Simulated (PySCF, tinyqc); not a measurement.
Worked calculation: CID on RHF in the sto-6g basis, for H4, spin multiplicity 1. The lowest restricted solution is unstable here: a spin-polarised one lies 0.0847 hartree lower (PySCF). One step of it, computed by the program tinyqc.

Problem. Integrals over molecular orbitals. (pq|rs) = sum C_ip C_jq C_kr C_ls (ij|kl), one index at a time.

coefficients C, order 1H 1s, 2H 1s, 3H 1s, 4H 1s:
```
[[0.394193, 0.494220, 0.562915, 0.657305],
 [0.394193, -0.494220, 0.562915, -0.657305],
 [0.394193, 0.494220, -0.562915, -0.657305],
 [0.394193, -0.494220, -0.562915, 0.657305]]
```

core Hamiltonian H = T + V (hartree), order 1H 1s, 2H 1s, 3H 1s, 4H 1s:
```
[[-1.420921, -0.375245, -0.591810, -0.189992],
 [-0.375245, -1.420921, -0.189992, -0.591810],
 [-0.591810, -0.189992, -1.420921, -0.375245],
 [-0.189992, -0.591810, -0.375245, -1.420921]]
```

Two-electron integrals (ij|kl) in chemists' order, unique and non-zero (hartree):
```
(11|11) 0.774999   (21|11) 0.101282   (21|21) 0.021564   (22|11) 0.312650
(22|21) 0.101282   (22|22) 0.774999   (31|11) 0.176971   (31|21) 0.026431
(31|22) 0.090939   (31|31) 0.058702   (32|11) 0.038229   (32|21) 0.008540
(32|22) 0.041874   (32|31) 0.013266   (32|32) 0.004328   (33|11) 0.378798
(33|21) 0.064030   (33|22) 0.245428   (33|31) 0.176971   (33|32) 0.041874
(33|33) 0.774999   (41|11) 0.041874   (41|21) 0.008540   (41|22) 0.038229
(41|31) 0.013266   (41|32) 0.004239   (41|33) 0.038229   (41|41) 0.004328
(42|11) 0.090939   (42|21) 0.026431   (42|22) 0.176971   (42|31) 0.030048
(42|32) 0.013266   (42|33) 0.090939   (42|41) 0.013266   (42|42) 0.058702
(43|11) 0.064030   (43|21) 0.013681   (43|22) 0.064030   (43|31) 0.026431
(43|32) 0.008540   (43|33) 0.101282   (43|41) 0.008540   (43|42) 0.026431
(43|43) 0.021564   (44|11) 0.245428   (44|21) 0.064030   (44|22) 0.378798
(44|31) 0.090939   (44|32) 0.038229   (44|33) 0.312650   (44|41) 0.041874
(44|42) 0.176971   (44|43) 0.101282   (44|44) 0.774999
```

Give: one-electron integrals over orbitals h = C^T H C; Two-electron integrals over orbitals.

Solution.

one-electron integrals over orbitals h = C^T H C (hartree):
```
[[-1.602, 0.000, 0.000, 0.000],
 [0.000, -1.414, 0.000, 0.000],
 [0.000, 0.000, -1.286, 0.000],
 [0.000, 0.000, 0.000, -1.113]]
```

Two-electron integrals over orbitals (pq|rs), unique and non-zero (hartree):
```
(11|11) 0.427   (21|21) 0.151   (22|11) 0.426   (22|22) 0.434
(31|31) 0.124   (32|32) 0.097   (33|11) 0.422   (33|22) 0.425
(33|33) 0.431   (41|32) 0.095   (41|41) 0.092   (42|31) 0.129
(42|42) 0.139   (43|21) 0.155   (43|43) 0.169   (44|11) 0.427
(44|22) 0.436   (44|33) 0.437   (44|44) 0.449
```
